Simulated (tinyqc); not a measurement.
Periodic multilayer mirror for extreme ultraviolet light: sweeps and comparisons. A value that a table varies takes the place of the one given here.

s polarisation, vacuum above. q_j = sqrt(N_j^2 - sin^2 theta); interface r_jk = (q_j - q_k)/(q_j + q_k) exp(-2 (2 pi/lam)^2 q_j q_k sg^2) (Nevot-Croce; sg = 0 if not given); phase factor of a layer x_j = exp(4 pi i q_j d_j/lam). Each period has the spacer (thickness (1 - Gm) L) on top of the absorber (Gm L). In this recursion R is the amplitude; R in tables and results is the reflectance, its squared modulus. The substrate is of the spacer material. Starting with R = 0 in it, each interface upward gives R -> (r + R x)/(1 + r R x), x that of the layer below the interface (1 for the substrate).

Values chosen for the exercise (optical constants near those of Mo and Si at 13.5 nm; not measured data): lam = 13.5 nm (wavelength); dA = (0.0739, 0.00665) (delta and beta of the absorber, N = 1 - delta + i beta); dS = (0.0012, 0.00177) (delta and beta of the spacer and the substrate); L = 6.95 nm (period); Gm = 0.47 (absorber share of the period); theta = 6 degrees (angle from the normal); sg = 0.2 nm (interface roughness); Np = 60 (periods).

## Number of periods

The last column sets both beta to zero.

Reflectance:

| periods | R | R without absorption |
|---|---|---|
| 5 | 0.110 | 0.124 |
| 10 | 0.311 | 0.385 |
| 15 | 0.478 | 0.623 |
| 20 | 0.584 | 0.784 |
| 30 | 0.678 | 0.935 |
| 40 | 0.704 | 0.981 |
| 50 | 0.712 | 0.995 |
| 60 | 0.714 | 0.998 |
| 80 | 0.714 | 1.000 |
| 100 | 0.714 | 1.000 |

R reaches 0.704 at 40 periods and 0.714 at 100; it stays within 0.01 of the last value from 50 periods on. Without absorption the last value is 1.000: absorption, not the count of layers, caps the mirror, and the roughness, which weakens each reflection, lowers that cap further.

## Wavelength

The optical constants are held fixed.

Reflectance:

| lam (nm) | R |
|---|---|
| 12.9 | 0.179 |
| 13.0 | 0.314 |
| 13.1 | 0.530 |
| 13.2 | 0.634 |
| 13.3 | 0.686 |
| 13.4 | 0.712 |
| 13.5 | 0.714 |
| 13.6 | 0.656 |
| 13.7 | 0.292 |
| 13.8 | 0.217 |
| 13.9 | 0.060 |
| 14.0 | 0.102 |
| 14.1 | 0.030 |
| 14.2 | 0.056 |
| 14.3 | 0.027 |

The largest value listed is 0.714 at 13.5 nm, against lam_B = 2 L Re(mean q) = 13.329 nm; the peak lies on the long side, where the nodes of the standing wave fall in the absorber. R exceeds half of that from 13.1 to 13.6 nm of the wavelengths listed, at least 3.7 % of the wavelength; a chain of ten mirrors narrows it, since R^10 falls to half where R has lost only 7 %.

## Absorber share

For each Gm the period is set so that lam_B = 2 L Re(mean q) equals lam - 0.09 nm.

Results:

| Gm | L (nm) | R |
|---|---|---|
| 0.15 | 6.826 | 0.554 |
| 0.20 | 6.851 | 0.650 |
| 0.25 | 6.877 | 0.695 |
| 0.30 | 6.903 | 0.715 |
| 0.35 | 6.929 | 0.724 |
| 0.40 | 6.955 | 0.724 |
| 0.45 | 6.981 | 0.718 |
| 0.50 | 7.008 | 0.707 |
| 0.60 | 7.062 | 0.667 |
| 0.70 | 7.117 | 0.591 |

The largest value listed is 0.724 at 0.4. The contrast of a period goes as sin(pi Gm) and is largest at 0.5, while the loss grows with Gm; R is 0.707 at 0.5, 0.715 at 0.3 and 0.591 at 0.7. Absorption pulls the best share below 0.5.

## Angle of incidence

Results:

| theta (degrees) | lam_B (nm) | R |
|---|---|---|
| 0 | 13.408 | 0.715 |
| 2 | 13.400 | 0.716 |
| 4 | 13.373 | 0.717 |
| 6 | 13.329 | 0.714 |
| 8 | 13.268 | 0.693 |
| 10 | 13.189 | 0.584 |
| 12 | 13.093 | 0.198 |
| 14 | 12.979 | 0.131 |
| 16 | 12.848 | 0.113 |
| 18 | 12.701 | 0.046 |
| 20 | 12.536 | 0.023 |

lam_B = 2 L Re(mean q) falls with the angle, from 13.408 to 12.536 nm; the largest value listed is 0.717 at 4 degrees. R stays above 90 % of that value at 0, 2, 4, 6 and 8 degrees, which bounds the cone of light that a mask or mirror with this period accepts.

## Tolerances

R of the mirror, and R^10 for a chain of ten such mirrors. Each row changes one parameter from the base and keeps the others.

Results:

| case | R | R^10 |
|---|---|---|
| base | 0.7137 | 0.0343 |
| L = 6.99 nm | 0.7151 | 0.0349 |
| Gm = 0.51 | 0.6918 | 0.0251 |
| theta = 8 degrees | 0.6926 | 0.0254 |
| sg = 0.4 nm | 0.6977 | 0.0273 |
| dA = (0.0739, 0.00798) | 0.6859 | 0.0231 |
| lam = 13.55 nm | 0.6982 | 0.0275 |

The largest shifts from the base row, up to three for each result and ties (the steps differ in size, so this ranks the rows, not the parameters). R: dA -0.0277, Gm -0.0219, theta -0.0211. R^10: dA -0.0112, Gm -0.00918, theta -0.00888.

tinyqc: `OMP_NUM_THREADS=1 python tinyqc.py 1681242 1681243 out.jsonl`; about 0.01 s, one thread, shared Intel(R) Xeon(R) Processor @ 2.30GHz.
